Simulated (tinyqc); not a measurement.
Hueckel theory of the pi electrons, for the molecule BC1=CC=C1Cl (SMILES; centres numbered as the heavy atoms are written), step by step. Computed by tinyqc, a small Python program that keeps every step. Settings: charge = 0. Command: `OMP_NUM_THREADS=1 python tinyqc.py 27509 27510 out.jsonl` (the two numbers bound the seeds that draw the settings). One thread of a shared host (Intel(R) Xeon(R) Processor @ 2.60GHz), about 0.01 s of CPU time with the checks.

## The Hueckel matrix

Centres:
```
centre  z_r, pi electrons of the neutral centre          h
1B                                            0  -1.000000
2C                                            1   0.000000
3C                                            1   0.000000
4C                                            1   0.000000
5C                                            1   0.000000
6Cl                                           2   2.000000
```

Bonds:
```
i  j         k
1  2  0.700000
2  3         1
3  4         1
4  5         1
5  6  0.400000
5  2         1
```

H_rr = alpha + h_r beta, H_rs = k_rs beta for bonded centres.

Hueckel matrix in units of beta (H = alpha + beta A), lower triangle:
```
            1B        2C        3C        4C        5C       6Cl
1B   -1.000000
2C    0.700000  0.000000
3C    0.000000  1.000000  0.000000
4C    0.000000  0.000000  1.000000  0.000000
5C    0.000000  1.000000  0.000000  1.000000  0.000000
6Cl   0.000000  0.000000  0.000000  0.000000  0.400000  2.000000
```

## Orbitals

pi electrons, sum of z_r less the charge = 6

Diagonalise; E = alpha + x beta with beta < 0, so the largest x are filled first; degenerate levels share their electrons. P = sum n_i c_ri c_si; each orbital has its largest coefficient positive (the first on a tie).

x values: 2.240515  1.851964  0.201448  -0.039203  -1.121604  -2.133121

occupations: 2.000000  2.000000  2.000000  0.000000  0.000000  0.000000

coefficients:
```
          MO1        MO2        MO3        MO4        MO5        MO6
1B   0.074855  -0.096610  -0.375188  -0.001333   0.856931  -0.331610
2C   0.346526  -0.393614  -0.643955  -0.001830  -0.148865   0.536792
3C   0.298889  -0.405359   0.078473   0.700681  -0.211381  -0.452278
4C   0.323139  -0.357097   0.659764  -0.025639   0.385951   0.427972
5C   0.425109  -0.255972   0.054435  -0.699676  -0.221503  -0.460637
6Cl  0.706997   0.691649  -0.012106   0.137245   0.028383   0.044580
```

charge and bond-order matrix P, lower triangle:
```
            1B         2C         3C         4C        5C       6Cl
1B    0.311405
2C    0.611141   1.379380
3C    0.064186   0.425188   0.519617
4C   -0.377695  -0.344648   0.586218   1.334450
5C    0.072256   0.426024   0.470185   0.529381  0.498405
6Cl  -0.018713  -0.038908  -0.140006  -0.053030  0.245699  1.956742
```

## Energy, charges, bond orders

E = sum n x; q_r = z_r - P_rr; bond order p = P_rs; free valence = sqrt(3) - sum of p over the bonds of the atom.

pi energy = 6 alpha + this times beta = 8.587855

pi charges: 1B -0.311405, 2C -0.379380, 3C 0.480383, 4C -0.334450, 5C 0.501595, 6Cl 0.043258

Bond orders and lengths from R = 1.517 - 0.180 p (angstrom, C-C alone):
```
bond         p         R
1-2   0.611141         -
2-3   0.425188  1.440466
3-4   0.586218  1.411481
4-5   0.529381  1.421712
5-6   0.245699         -
5-2   0.426024  1.440316
```

free valence of the carbons: 2C 0.269698, 3C 0.720644, 4C 0.616452, 5C 0.530948

gap between the highest filled and the next level = 0.240651 |beta|
